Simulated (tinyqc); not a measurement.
# AlGaN/GaN HEMT with access regions, lumped model: what changes with what

A polarisation-induced electron sheet under a Schottky gate, in series with two ungated access regions and contacts. Drift law v = mu E/(1 + mu E/vs) under the gate. Currents in mA/mm, resistances in ohm mm. No self-heating, no channel-length modulation; fits for polarisation, barrier and offset are chosen for the exercise.

Inputs (values chosen for the exercise); values close to those of AlGaN/GaN structures:
- x = 0.21 (aluminium share of the barrier)
- d = 25 nm (barrier thickness)
- eps_r = 9.1 (relative permittivity of barrier and channel)
- mu = 1900 cm^2/(V s) (channel mobility)
- vs = 1.4e7 cm/s (saturation velocity)
- Lg = 0.15 um (gate length)
- Ls = 1 um (source access length)
- Ld = 4 um (drain access length)
- Rc = 0.29 ohm mm (resistance of each contact)
- ft = 0 (share of the drain-access electrons removed by traps)
- Vg = 1 V (gate voltage)
- Ec = 2.8 MV/cm (critical field)
- te = 0.47 um (depth over which the depleted charge spreads)
- ei = 7 (relative permittivity of that insulator)

Constants: q = 1.602176634e-19 C, eps0 = 8.8541878128e-14 F/cm where lengths are in cm. Results are converted to the units shown.

Each table varies one quantity; the others keep the values above.

## Field plate: effect of the insulator under the field plate

sigma = (5e13 x + 1.6e13 x^2) cm^-2, phiB = 0.84 + 1.3 x, dEc = 0.7 (1.71 x + x^2) in volts, Cb = eps0 eps_r/d, VT = phiB - dEc - q sigma/Cb, access density n0 = -Cb VT/q. Off state: a depleted stretch that holds the voltage V has the peak field sqrt(k V), k = 2 q n0/(eps0 eps_r te), so one edge holds V1 = Ec^2/k. The sheet under the plate pinches off at Vf = q n0 (1/Cb + tf/(eps0 ei)); beyond it the gate edge is screened. BV = V1 if Vf >= V1, else Vf + V1, and at most Ec Ld.

The same in every row: V1 (V) = 97.18; Ec Ld (V) = 1120.

Field plate: effect of the insulator under the field plate:
```
tf (nm),Vf (V),BV (V)
38,14.11,111.3
56,18.54,115.7
83,25.20,122.4
120,34.32,131.5
180,49.10,146.3
270,71.29,168.5
400,103.3,97.18
600,152.6,97.18
```

What does the comparison show?

BV goes from 111 through a maximum of 168 (at tf = 270 nm among the rows listed) to 97.2 V. The plate helps (Vf < V1) in 6 of the 8 rows, and the access length caps BV in 0. The best thickness makes Vf just under V1, tf = 375 nm, where both edges reach Ec together and BV nears 2 V1.

## Effect of the barrier thickness

Access resistance R(L, n) = L/(q mu n sqrt(1 - (I/(q n vs))^2)); Rs = Rc + R(Ls, n0), Rd = Rc + R(Ld, (1 - ft) n0). Vg' = Vg - I Rs, Vd' = Vd - I (Rs + Rd); with u = Vg' - VT, Vc = vs Lg/mu and w the smaller of Vd' and Vc [sqrt(1 + 2 u/Vc) - 1] (0 if negative), the channel gives (mu Cb/Lg)(u w - w^2/2)/(1 + w/Vc). I equals that channel current. Isat is I at Vd = 10 V, gm = dIsat/dVg, Ron the limit of Vd/I at small Vd.

Effect of the barrier thickness:
```
d (nm),VT (V),n0 (cm^-2),Ron (ohm mm),Isat (mA/mm),gm (mS/mm)
8,-0.9518,5.983e12,3.365,904.2,389.4
11,-1.620,7.408e12,2.838,1135,381.4
14,-2.289,8.221e12,2.620,1289,350.3
18,-3.180,8.885e12,2.471,1434,308.8
22,-4.071,9.307e12,2.387,1540,273.8
27,-5.185,9.658e12,2.323,1640,238.9
33,-6.522,9.940e12,2.275,1729,206.8
```

Read the table: what changes, and by how much?

As d goes from 8 to 33 nm, Ron falls from 3.37 to 2.28 ohm mm, Isat rises from 904 to 1730 mA/mm and gm falls from 389 to 207 mS/mm. VT falls from -0.952 to -6.52 V. In every row the power passes 5 W/mm, where self-heating, left out here, lowers the current. In every row Vg comes within 0.2 V of phiB or passes it, so at low drain current, as for Ron, the Schottky gate would conduct.

## Effect of the share of the drain-access electrons removed by traps

Same model as above.

The same in every row: VT (V) = -4.740; n0 (cm^-2) = 9.534e12.

Effect of the share of the drain-access electrons removed by traps:
```
ft,Ron (ohm mm),Isat (mA/mm),gm (mS/mm)
0,2.345,1603,251.8
0.1,2.499,1603,251.8
0.2,2.690,1595,54.81
0.3,2.936,1411,3.340
0.4,3.264,1215,0.9819
0.5,3.724,1015,0.3684
0.6,4.413,814.4,0.1466
0.7,5.561,612.1,0.05569
```

What does the comparison show, and why?

As ft goes from 0 to 0.7, Ron rises from 2.35 to 5.56 ohm mm, Isat falls from 1600 to 612 mA/mm and gm falls from 252 to 0.0557 mS/mm. The ceiling Cb vs is 451 mS/mm. In every row the power passes 5 W/mm, where self-heating, left out here, lowers the current. For ft = 0.2 to 0.7 the gated channel is not yet saturated at 10 V, because the access regions take the voltage, and gm drops. In every row Vg comes within 0.2 V of phiB or passes it, so at low drain current, as for Ron, the Schottky gate would conduct.

Numbers from tinyqc (`OMP_NUM_THREADS=1 python tinyqc.py 2570038 2570039 out.jsonl`; about 0.04 s on one thread of a shared Intel Xeon 2.30GHz).
